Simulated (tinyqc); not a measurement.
## Thermoelectric coefficients of a parabolic band, Landauer integrals: effect of the scattering exponent

Bulk parabolic band, x = (E - Ec)/kB T, C = hbar^2/(2 m0), kB T in eV. Modes per area gv m kB T x/(4 pi C) times the back-scattering length l0 x^rr give the transport function s0 X(x), s0 = (2 q^2/h) gv m kB T l0/(4 pi C), X = x^(1 + rr). I_k = int X (x - eta)^k w dx, w = 1/(4 cosh^2((x - eta)/2)).

sigma = s0 I_0, S = -(kB/q) I_1/I_0, Lorenz number L = (kB/q)^2 [I_2/I_0 - (I_1/I_0)^2], kappa_e = L sigma T. Power factor S^2 sigma, ZT = S^2 sigma T/(kappa_e + kL). The integrals are converged.

Parameters, values chosen for the exercise:
```
symbol,value,unit,meaning
T,300,K,temperature
m,0.072,m0,mass of one valley
gv,4,,valleys
l0,2.6,nm,back-scattering length at x = 1
kL,1.6,W/(m K),lattice thermal conductivity
eta,2.9,,reduced Fermi level (EF - Ec)/kB T
```

Constants: q = 1.602176634e-19 C, kB = 1.380649e-23 J/K, hbar = 1.054571817e-34 J s, h = 6.62607015e-34 J s, m0 = 9.1093837015e-31 kg, Vt = kB T/q, hbar^2/(2 m0) = 0.0380998212 eV nm^2. Results are converted to the units shown.

Result of one run:
```
rr   sigma (S/cm)  S (uV/K)  kappa_e (W/(m K))  power factor (mW/(m K^2))       ZT  L (1e-8 V^2/K^2)
0.5         179.2    -117.9             0.1131                     0.2494  0.04367             2.103
```

What becomes of these results when the energy exponent of that length rr is changed from 0.5 to 1.5, all else the same?

Result of the changed run:
```
rr   sigma (S/cm)  S (uV/K)  kappa_e (W/(m K))  power factor (mW/(m K^2))      ZT  L (1e-8 V^2/K^2)
1.5         765.1    -175.1             0.5671                      2.346  0.3248             2.471
```

The whole series:
```
rr    sigma (S/cm)  S (uV/K)  kappa_e (W/(m K))  power factor (mW/(m K^2))        ZT  L (1e-8 V^2/K^2)
-0.5         50.45    -56.24            0.02859                    0.01596  0.002940             1.889
0            92.53    -88.29            0.05477                    0.07212   0.01307             1.973
0.5          179.2    -117.9             0.1131                     0.2494   0.04367             2.103
1            363.1    -146.6             0.2473                     0.7808    0.1268             2.270
1.5          765.1    -175.1             0.5671                      2.346    0.3248             2.471
2             1671    -203.9              1.355                      6.945    0.7052             2.703
2.5           3774    -233.2              3.357                      20.53     1.242             2.965
```

|S| rises from 56.2 to 233 uV/K, on average 59.0 uV/K for each unit of rr (kB/q = 86.2 uV/K in the non-degenerate limit), since a length that grows with energy favours hot carriers. The Lorenz number rises from 1.89 to 2.97 (1e-8 V^2/K^2). l0 is held fixed, so sigma changes too.

Range of the model: Parabolic bands, elastic scattering and a fixed kL make these model figures, not those of a material.

tinyqc, about 0.03 s, one thread, Intel Xeon 2.30GHz (shared host): `OMP_NUM_THREADS=1 python tinyqc.py 2800017 2800018 out.jsonl`
